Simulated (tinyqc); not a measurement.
# Stress and current directions compared

A cubic crystal with three pairs of conduction valleys along x, y and z; non-degenerate electrons, one relaxation time, masses unchanged. Stress s_ij = X a_i a_j with a the unit vector along the stress; strain e_ii = s11 s_ii + s12 (s_jj + s_kk), e_ij = s44 s_ij/2. Valley shift dE = Xu (n.e.n - trace(e)/3) with n the valley axis; share f proportional to exp(-dE/Vt). Inverse mass along the current d: (n.d)^2/ml + (1 - (n.d)^2)/mt; mu/mu0 = sum f (1/m) over the plain mean of 1/m. Rows: direction of the stress, of size |X|; columns: direction of the current and sign.

Parameters, values chosen for the exercise; values close to those of silicon: temperature T = 300 K; compliance s11 = 7.82 1/TPa; compliance s12 = -2.12 1/TPa; compliance s44 = 12.5 1/TPa; shear deformation potential Xu = 8.72 eV; longitudinal mass ml = 0.924 m0; transverse mass mt = 0.196 m0; uniaxial stress (tension positive) X = 1800 MPa.

Constants: q = 1.602176634e-19 C, kB = 1.380649e-23 J/K, Vt = kB T/q. Results are converted to the units shown.

mu/mu0:
```
       I [100], tension  I [100], compression  I [110], tension  I [110], compression
[100]             1.355                0.2928             1.089                0.8232
[110]             1.309                0.8347             1.309                0.8347
[001]            0.8226                 1.354            0.8226                 1.354
[111]             1.000                 1.000             1.000                 1.000
```

The largest gain, 1.35, is for stress along [100], tension, current along [100]; the largest loss, 0.293, for [100], compression, current along [100]. Entries equal to one are cases in which the valleys are not split or have equal mass along the current.

Computed by the program tinyqc: `OMP_NUM_THREADS=1 python tinyqc.py 2530163 2530164 out.jsonl`, one thread of a shared Intel Xeon 2.30GHz, about 0.01 s for the whole run.
